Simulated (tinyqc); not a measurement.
Worked calculation: UHF in the sto-3g basis, for H4, spin multiplicity 3. This run ends on a higher stationary point, not on the lowest solution. One step of it, computed by the program tinyqc.

Problem. Iteration 4: diagonalisation and new density. Diagonalise F' = X^T F X, C = X C', fill 3 alpha and 1 beta electrons from the bottom; D(s) = C_occ C_occ^T; the new density keeps 0.7 of the old one (damping). Each column has its largest component positive (the first on a tie).

extrapolated F(alpha) (hartree), lower triangle:
```
           1H 1s      2H 1s      3H 1s      4H 1s
1H 1s  -0.507121
2H 1s  -0.507539  -0.387157
3H 1s  -0.057765  -0.298482  -0.387157
4H 1s  -0.018859  -0.057765  -0.507539  -0.507121
```

extrapolated F(beta) (hartree), lower triangle:
```
           1H 1s      2H 1s      3H 1s     4H 1s
1H 1s   0.072914
2H 1s  -0.302964  -0.133923
3H 1s  -0.134894  -0.285714  -0.133923
4H 1s  -0.064100  -0.134894  -0.302964  0.072914
```

X:
```
               1          2          3         4
1H 1s  -0.694794   0.745607   0.481622  0.339003
2H 1s   0.902184  -0.601975   0.370909  0.419889
3H 1s  -0.902184  -0.601975  -0.370909  0.419889
4H 1s   0.694794   0.745607  -0.481622  0.339003
```

D(alpha) after iteration 3, lower triangle:
```
           1H 1s      2H 1s      3H 1s     4H 1s
1H 1s   1.081759
2H 1s  -0.387752   0.838118
3H 1s  -0.295952   0.051810   0.838118
4H 1s   0.233265  -0.295952  -0.387752  1.081759
```

D(beta) after iteration 3, lower triangle:
```
           1H 1s      2H 1s      3H 1s     4H 1s
1H 1s   0.248760
2H 1s  -0.134871   0.380697
3H 1s   0.297934  -0.076043   0.380697
4H 1s  -0.161363   0.297934  -0.134871  0.248760
```

overlap S, lower triangle:
```
          1H 1s     2H 1s     3H 1s     4H 1s
1H 1s  1.000000
2H 1s  0.520351  1.000000
3H 1s  0.052667  0.254223  1.000000
4H 1s  0.007115  0.052667  0.520351  1.000000
```

Give: F' = X^T F X; orbital energies; coefficients C; F' = X^T F X; orbital energies; coefficients C; D(alpha) after iteration 4; D(beta) after iteration 4.

Solution.

F' = X^T F X (alpha) (hartree), lower triangle:
```
       1       2       3       4
1  0.512
2  0.000  -0.067
3  0.108   0.000  -0.572
4  0.000  -0.043   0.000  -0.685
```

orbital energies (alpha) (hartree): MO1 -0.687, MO2 -0.583, MO3 -0.064, MO4 0.523

coefficients C (alpha):
```
         MO1     MO2     MO3     MO4
1H 1s  0.389   0.548   0.721  -0.644
2H 1s  0.378   0.280  -0.629   0.934
3H 1s  0.378  -0.280  -0.629  -0.934
4H 1s  0.389  -0.548   0.721   0.644
```

F' = X^T F X (beta) (hartree), lower triangle:
```
        1      2       3       4
1   0.801
2   0.000  0.492
3  -0.050  0.000  -0.015
4   0.000  0.121   0.000  -0.395
```

orbital energies (beta) (hartree): MO1 -0.411, MO2 -0.018, MO3 0.508, MO4 0.804

coefficients C (beta):
```
         MO1     MO2     MO3     MO4
1H 1s  0.237   0.439   0.784  -0.723
2H 1s  0.496   0.425  -0.541   0.878
3H 1s  0.496  -0.425  -0.541  -0.878
4H 1s  0.237  -0.439   0.784   0.723
```

D(alpha) after iteration 4, lower triangle:
```
        1H 1s   2H 1s   3H 1s  4H 1s
1H 1s   1.048
2H 1s  -0.317   0.772
3H 1s  -0.345   0.174   0.772
4H 1s   0.275  -0.345  -0.317  1.048
```

D(beta) after iteration 4, lower triangle:
```
        1H 1s  2H 1s   3H 1s  4H 1s
1H 1s   0.191
2H 1s  -0.059  0.340
3H 1s   0.244  0.021   0.340
4H 1s  -0.096  0.244  -0.059  0.191
```
